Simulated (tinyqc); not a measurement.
Thickness: WKB tunnelling through a gate dielectric with a two-band (Franz) dispersion.

At depth x the conduction edge lies u(x) = phi - V x/t above the electron. Parabolic: kappa = sqrt(m u/c). Franz: kappa = sqrt(m u (1 - u/Eg)/c), which vanishes at both band edges. c = hbar^2/2m0. T = exp(-2 integral of kappa dx) over the region u > 0; no image force, no prefactor, zero transverse momentum. The region ends at x_e = min(t, phi t/V); x_e < t is the Fowler-Nordheim regime.

Constants: hbar^2/2m0 = 3.80998211 eV angstrom^2.

Parameters, chosen for this exercise (of the size used for SiO2 on silicon; shifted at random, so the results belong to these values and not to a real crystal): Eg = 9.33 eV (gap of the dielectric); phi = 3.09 eV (barrier above the electron energy at the emitter); m = 0.48 m0 (mass at the conduction edge); V = 0.4 V (voltage across the layer).

The same voltage across layers of other thickness. The last column is the thickness that changes T by a factor of ten, ln(10)/(2 I/t).

Transmission:
```
t (angstrom)  field (MV/cm)  T parabolic   T Franz  angstrom per decade, Franz
8                      5.00     6.43e-05  0.000330                       2.298
10                     4.00     5.75e-06  4.44e-05                       2.298
12                     3.33     5.15e-07  5.98e-06                       2.298
15                     2.67     1.38e-08  2.96e-07                       2.298
20                     2.00     3.31e-11  1.97e-09                       2.298
25                     1.60     7.94e-14  1.31e-11                       2.298
30                     1.33     1.90e-16  8.76e-14                       2.298
40                     1.00     1.10e-21  3.89e-18                       2.298
```

What does the comparison show?

At fixed voltage the exponent is proportional to t: T falls tenfold for each 2.30 angstrom. The ratio of Franz to parabolic grows with t, from 5.13 at 8 to 3.55e+03 at 40 angstrom.

Computed by tinyqc, a small Python program: `OMP_NUM_THREADS=1 python tinyqc.py 1452720 1452721 out.jsonl` (the numbers bound the seed that draws the inputs); one thread of a shared host (Intel(R) Xeon(R) Processor @ 2.30GHz), about 0.01 s for the whole set of steps.
